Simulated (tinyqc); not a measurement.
What moves the results: sp3s* tight binding with spin-orbit coupling. A value that a table varies takes the place of the one given here.

sp3s* tight binding, nearest neighbours only: anion (a) at 0, cation (c) at a/4 (1,1,1), orbitals s, px, py, pz, s* on each; k in units of 2 pi/a. With phases e_j = exp(i (pi/2) k.n_j) for n = (1,1,1), (1,-1,-1), (-1,1,-1), (-1,-1,1): g0 = (e1+e2+e3+e4)/4, g1 = (e1+e2-e3-e4)/4, g2 = (e1-e2+e3-e4)/4, g3 = (e1-e2-e3+e4)/4. The diagonal holds the levels Esa, Epa, Exa (s*) and Esc, Epc, Exc. Anion-cation block: <sa|sc> = Vss g0; <sa|xc> = Vsapc g1; <xa|sc> = -Vscpa g1; <xa|xc> = Vxx g0; <xa|yc> = <ya|xc> = Vxy g3, <xa|zc> = <za|xc> = Vxy g2, <ya|zc> = <za|yc> = Vxy g1; <s*a|xc> = Vxapc g1; <xa|s*c> = -Vpaxc g1; y and z take g2 and g3 in place of g1; s-s* and s*-s* vanish.

Spin-orbit coupling acts within the p shell of each atom as (D/3) L.sigma, D = Da or Dc: it puts four states at Ep + D/3 and two at Ep - 2D/3.

Parameters, chosen for this exercise (near a published set for GaAs, fitted to gaps, whose masses and valley positions are rough; spin-orbit coupling, where it is added without a refit, lifts the valence top and shrinks all gaps by about a third of the splitting; the results hold for these values, not for the real material): Esa = -8.403 eV (s level of the anion); Epa = 1.04 eV (p level of the anion); Esc = -2.671 eV (s level of the cation); Epc = 3.655 eV (p level of the cation); Exa = 8.571 eV (s* level of the anion); Exc = 6.745 eV (s* level of the cation); Vss = -6.423 eV (s-s); Vxx = 1.952 eV (px-px); Vxy = 5.043 eV (px-py); Vsapc = 4.453 eV (s anion, p cation); Vscpa = 5.801 eV (s cation, p anion); Vxapc = 4.861 eV (s* anion, p cation); Vpaxc = 4.845 eV (p anion, s* cation); Da = 0.406 eV (atomic spin-orbit splitting, anion); Dc = 0.168 eV (the same, cation); eta = 2 (scaling exponent); D001 = 0.91 (ratio -ezz/exx).

## What the s* orbital does

The s* couplings Vxapc and Vpaxc are scaled by f; f = 0 is the plain sp3 model. Gaps from the top of the valence band at Gamma; the Delta value is the minimum on (x,0,0), 0.5 <= x <= 1.

Gaps (eV):
```
f,Gamma,Delta,L,x of the minimum
0.00,1.3808,3.9369,2.7791,0.500
0.25,1.3808,3.8130,2.6681,0.500
0.50,1.3808,3.5004,2.3759,0.500
0.75,1.3808,2.8893,1.9812,1.000
0.90,1.3808,2.2777,1.7222,1.000
1.00,1.3808,1.8641,1.5455,1.000
1.10,1.3808,1.4484,1.3673,1.000
```

The gap at Gamma stays, since g1 to g3 vanish there. From f = 0 to 1 the s* levels lower the Delta value by 2.073 eV and L by 1.234 eV. For f = 0, 0.25 and 0.5 the least value lies at x = 0.5, the end of the range: any valley further out lies above that value until s* has lowered it enough. The lowest of the three is Gamma at both f = 0 and f = 1.

## Hydrostatic strain (sp3s* tight binding with spin-orbit coupling, strained)

Strain e moves each bond vector to d = (1 + e) d0 (no internal displacement for the diagonal strains used here) and k is given in fractions of the strained reciprocal cell, so the phases stay. Two-centre values Vss_sigma = Vss/4, Vsp_sigma = sqrt3 V/4 for each s-p and s*-p pair, Vpp_sigma = (Vxx + 2 Vxy)/4, Vpp_pi = (Vxx - Vxy)/4 are scaled by (d0/d)^eta and combined with the new direction cosines; the levels on the diagonal stay.

exx = eyy = ezz = e. Gaps as measured from the top of the valence band; the deformation potentials are (gap(0.01) - gap(-0.01))/0.06.

Gaps (eV):
```
e,Gamma,Delta,L,x of the minimum
-0.03,1.8548,1.8482,1.7686,1.000
-0.02,1.6914,1.8530,1.6917,1.000
-0.01,1.5335,1.8583,1.6174,1.000
0.00,1.3808,1.8641,1.5455,1.000
0.01,1.2333,1.8704,1.4761,1.000
0.02,1.0906,1.8770,1.4092,1.000
0.03,0.9527,1.8840,1.3446,1.000
```

gap deformation potentials (eV): Gamma -5.003, Delta 0.201, L -2.354

Per unit of volume strain the gaps move by -5.00 (Gamma), +0.20 (Delta) and -2.35 eV (L). The lowest valley changes from L to Gamma between e = -0.03 and -0.02. These potentials follow from the one exponent eta, which fitted models replace by one for each integral; with it the sizes are rough, the sign for Delta can be wrong (in Si, Ge and the III-V crystals measured values are small and positive), and the pressures at which valleys cross, and which valley takes over, are rough too. A gap of zero, where one is listed, marks an s level that has sunk below the valence top.

## Biaxial strain splits the top of the valence band (sp3s* tight binding, strained)

No spin-orbit coupling; k = 0; exx = eyy = e, ezz = -D001 e. The four bonds keep equal lengths, and the sums over them give Vxx(e) for px and py and Vzz(e) for pz; each level is the lower root of [[Epa, V], [V, Epc]], and the s level the upper root of the s block. The shear potential b follows from E(x,y) - E(z) = 3 b (exx - ezz), taken as the slope between e = -0.005 and 0.005.

Couplings and levels at Gamma (eV):
```
e,ezz,Vxx(e),Vzz(e),"E(x,y)",E(z),"E(x,y) - E(z) (meV)",upper s level
-0.020,0.0182,1.8480,2.2441,0.0837,-0.2497,333.4,1.5807
-0.010,0.0091,1.9010,2.0963,0.0403,-0.1232,163.4,1.5388
-0.005,0.0046,1.9267,2.0237,0.0190,-0.0619,80.9,1.5177
0.005,-0.0046,1.9768,1.8811,-0.0226,0.0566,-79.2,1.4750
0.010,-0.0091,2.0010,1.8111,-0.0428,0.1137,-156.6,1.4536
0.020,-0.0182,2.0481,1.6737,-0.0824,0.2236,-306.0,1.4103
```

b = -2.793 eV

Under tension in the plane (e > 0) the bonds tilt towards the plane, Vxx grows to 2.0010 and Vzz falls to 1.8111 eV at e = 0.01, and the pz state forms the top of the valence band, by 156.6 meV; under compression (e = -0.01) the px, py pair does, by 163.4 meV. The slope gives b = -2.79 eV, a rough value, since on-site strain terms are left out (measured values lie near -2 eV).

## What each parameter does

Gaps from the top of the valence band at Gamma; Delta is the minimum on (x,0,0), 0.5 <= x <= 1. Each row changes one parameter from the base and keeps the others.

Results:
```
case,Ev (eV),gap Gamma (eV),gap Delta (eV),gap L (eV)
base,0.1156,1.3808,1.8641,1.5455
Vxapc = 5.061 eV,0.1156,1.3808,1.6933,1.4954
Vxx = 1.652 eV,0.3607,1.1357,1.6190,1.2583
Vsapc = 4.253 eV,0.1156,1.3808,1.7658,1.4814
Epa = 1.34 eV,0.3438,1.1527,1.6360,1.3431
Vpaxc = 4.545 eV,0.1156,1.3808,1.8641,1.5812
Vxy = 4.743 eV,0.1156,1.3808,1.8641,1.6314
```

The largest shifts from the base row, up to three for each result and ties (the steps differ in size, so this ranks the rows, not the parameters). Ev (eV): Vxx +0.2452, Epa +0.2282; unchanged at the printed digits by Vxapc, Vsapc, Vpaxc and Vxy. gap Gamma (eV): Vxx -0.2452, Epa -0.2282; unchanged at the printed digits by Vxapc, Vsapc, Vpaxc and Vxy. gap Delta (eV): Vxx -0.2452, Epa -0.2281, Vxapc -0.1709; unchanged at the printed digits by Vpaxc and Vxy. gap L (eV): Vxx -0.2873, Epa -0.2024, Vxy +0.0859. Vxapc, Vsapc, Vpaxc and Vxy cannot move Ev or the gap at Gamma, whose blocks do not hold them; s parameters never move Ev, and move the gap only where the lowest empty level at Gamma is s-like.

Program tinyqc; command `OMP_NUM_THREADS=1 python tinyqc.py 1481676 1481677 out.jsonl`; about 0.2 s on one thread of a shared Intel(R) Xeon(R) Processor @ 2.30GHz.
